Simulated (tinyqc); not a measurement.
Strained quantum well: band edges, subbands and transparency, step by step. Values are carried at full precision from step to step, so a last printed digit may differ when a step is redone from the rounded ones.

Growth on (001), barriers unstrained: tr(e) = e (2 - nu2), Z = b e (1 + nu2); Ec = Ev + Eg + ac tr(e), E_HH = Ev + av tr(e) + Z, E_LH = Ev + av tr(e) - Z (coupling to the split-off band left out).

Constants: hbar^2/2m0 = 3.80998211 eV angstrom^2; hc = 1239.841984 eV nm; kB = 8.617333262e-05 eV/K.

Values chosen for the exercise (near those of an InGaAs/AlGaAs well; shifted at random, so the results belong to these values and not to a real crystal):
```
symbol  value    unit           meaning
e       -0.0071                 strain in the plane
nu2     0.938                   2 C12/C11
Eg      1.274    eV             unstrained gap of the well
Ev      -0.779   eV             its valence edge
ac      -6.96    eV
av      1.14     eV             Ev moves by av tr(e)
b       -1.98    eV             shear potential
Egb     1.671    eV             gap of the barrier
Evb     -0.905   eV             its valence edge
L       76       angstrom       well width
me      0.0621   m0             electron mass
g1      8.28                    gamma1
g2      2.7                     gamma2
meb     0.084    m0
g1b     6.3
g2b     1.8
T       300      K              temperature
Br      2.5      x 1e-4 cm^2/s  two-dimensional radiative coefficient
```

## Strained band edges and offsets

Give tr(e), Z, the edges Ec, E_HH, E_LH and the well depths against the barrier.

tr(e) = -0.00754
Z = 0.0272 eV

Ec, E_HH, E_LH (eV): [0.5475, -0.7604, -0.8148]

depths for e, HH, LH (eV): [0.2185, 0.1446, 0.0902]

The well is under compression, which puts HH on top, by 54 meV; the gap becomes 1.3078 eV, +34 meV from the unstrained one.

## Subband edges

Masses along z: me, 1/(g1 - 2 g2) for HH, 1/(g1 + 2 g2) for LH, likewise in the barrier; in the plane me, 1/(g1 + g2) for HH and 1/(g1 - g2) for LH (no mixing, which understates the hole masses away from k = 0). Level n solves k L + 2 atan[(k/m)/(kappa/mb)] = n pi, k = sqrt(m E/c), kappa = sqrt(mb (V - E)/c), c = hbar^2/2m0.

Up to three electron, four HH and two LH levels, on the common energy scale, with their masses in the plane.

Subbands:
```
level   E (eV)  m in the plane
e1      0.5929          0.0621
e2      0.7176          0.0621
hh1    -0.7726          0.0911
hh2    -0.8083          0.0911
lh1    -0.8436          0.1792
hh3    -0.8638          0.0911
lh2    -0.9050          0.1792
```

lowest transition = 1.3654 eV
wavelength hc/E = 908.0 nm

The top hole level is hh1, so the edge is mainly TE polarised; hh2 lies 36 meV lower.

## Transparency density

Transparency (Bernard-Duraffourg): Fc - Fv equals the lowest transition energy with n = p, n = sum m/(2 pi c) kB T ln(1 + exp((Fc - E)/kB T)) and p likewise over the listed subbands; c = hbar^2/2m0, 1/angstrom^2 = 1e16/cm^2.

Solve for u = (Fc - e1)/kB T; give n_tr, the share of holes in the top subband and the current e Br n_tr^2 (e = 1.602177e-19 C).

u = 0.541
n_tr = 0.680 x 1e12/cm^2
share = 0.664
current density = 18.5 A/cm^2

For mirror-image bands u = 0 and n_tr = me kB T ln2/(2 pi c) = 0.465 x 1e12/cm^2; the heavier or more numerous hole states raise it by a factor 1.46.

## Checks

- Transparency for equal single subbands against m kB T ln2/(2 pi c): both 0.3743.

Program tinyqc; command `OMP_NUM_THREADS=1 python tinyqc.py 1252340 1252341 out.jsonl`; about 0.01 s on one thread of a shared Intel(R) Xeon(R) Processor @ 2.30GHz.
